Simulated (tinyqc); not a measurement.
# Inputs raised by 5 %, one at a time

Model: sputter depth profiling of a dopant layer: erosion rate, quantification and the mixing-roughness response. Computed by tinyqc, a small Python program. Command: `OMP_NUM_THREADS=1 python tinyqc.py 3018540 3018541 out.jsonl sims sens`. One thread of a shared host (Intel(R) Xeon(R) Processor @ 2.30GHz), about 0.2 s of CPU time with the checks.

A rastered ion beam erodes silicon (49.94 atoms per nm^3). The measured profile is the true one convolved with a depth response.

Inputs (values chosen for the exercise, modelled on a dopant in silicon under an oxygen or caesium beam):
```
quantity                               value    unit
beam energy E                            1.4     keV
beam current                              58      nA
raster side                              400      um
sputter yield at 1 keV                   1.2       -
mixing length at 1 keV                   1.7      nm
roughness sigma                          1.6      nm
depth of the top edge z0                  54      nm
box width b                              9.9      nm
box concentration C                  6.3e+18  1/cm^3
relative sensitivity factor RSF      8.9e+20  1/cm^3
matrix count rate                    2.2e+06     1/s
background count rate                    8.8     1/s
counting time per point                    2       s
level that defines the junction C_B    2e+17  1/cm^3
```

True profile: box.

Constants: e = 1.602176634e-19 C.

Method:
- Scaling chosen for the exercise: yield Y = Y1 E^0.5, mixing length w = w1 E^0.5 (E in keV).
- Erosion rate = Y I/(e x raster^2 x density); depth step = rate x counting time; concentration = RSF x counts/matrix counts; detection limit = RSF x 3 sqrt(background x time)/(matrix rate x time).
- Mixing alone turns a layer at z0 into (1/w) exp(-(z - z0 + w)/w) for z > z0 - w; roughness adds a Gaussian of width sigma. With x = z - z0 + w: g(x) = (1/(2w)) exp(sigma^2/(2 w^2) - x/w) erfc((sigma/w - x/sigma)/sqrt2), and its integral G(x) = (1/2) erfc(-x/(sigma sqrt2)) - w g(x). Measured: C [G(x) - G(x - b)].
- Find the maximum, the full width at half maximum and the deep point where the profile falls to C_B; far down, the trailing edge decays by w ln(10) per decade.
- Convolution adds means and variances: the response has mean 0 (shift -w plus exponential mean w) and variance w^2 + sigma^2; a box adds the mean b/2 and the variance b^2/12.

Runs; columns: (1) input moved; (2) from; (3) to; (4) full width at half maximum (nm); (5) apparent junction depth (nm); (6) erosion rate (nm/s); (7) standard deviation (nm):
```
(1)                                               (2)        (3)     (4)     (5)       (6)     (7)
base run                                            -          -  10.158  69.450  0.064327  3.8436
beam energy E (keV)                               1.4       1.47  10.172  69.554  0.065916  3.8699
mixing length at 1 keV (nm)                       1.7      1.785  10.187  69.661  0.064327  3.8972
roughness sigma (nm)                              1.6       1.68  10.189  69.515  0.064327  3.8776
box width b (nm)                                  9.9     10.395  10.610  69.948  0.064327  3.9510
level that defines the junction C_B (1/cm^3)    2e+17    2.1e+17  10.158  69.352  0.064327  3.8436
box concentration C (1/cm^3)                  6.3e+18  6.615e+18  10.158  69.548  0.064327  3.8436
beam current (nA)                                  58       60.9  10.158  69.450  0.067544  3.8436
```

Exponents ln(y'/y) / ln(x'/x):
```
input                                full width at half maximum  apparent junction depth  erosion rate  standard deviation
beam energy E                                             0.029                    0.031           0.5               0.139
mixing length at 1 keV                                    0.060                    0.062           0.0               0.284
roughness sigma                                           0.064                    0.019           0.0               0.180
box width b                                               0.894                    0.147           0.0               0.565
level that defines the junction C_B                       0.000                   -0.029           0.0               0.000
box concentration C                                       0.000                    0.029           0.0               0.000
beam current                                              0.000                    0.000           1.0               0.000
```

Among the inputs moved here: full width at half maximum answers most in size to box width b (exponent +0.894), next to roughness sigma (+0.064); its exponent is below 0.0005 for level that defines the junction C_B, box concentration C, beam current. Apparent junction depth answers most in size to box width b (exponent +0.147), next to mixing length at 1 keV (+0.062); its exponent is below 0.0005 for beam current. Erosion rate answers most in size to beam current (exponent +1.000), next to beam energy E (+0.500); its exponent is below 0.0005 for mixing length at 1 keV, roughness sigma, box width b, level that defines the junction C_B, box concentration C. Its exponent +0.500 in beam energy E: the chosen yield law. Standard deviation answers most in size to box width b (exponent +0.565), next to mixing length at 1 keV (+0.284); its exponent is below 0.0005 for level that defines the junction C_B, box concentration C, beam current.

Extremes, crossings and ranges named in words are read from the listed rows.
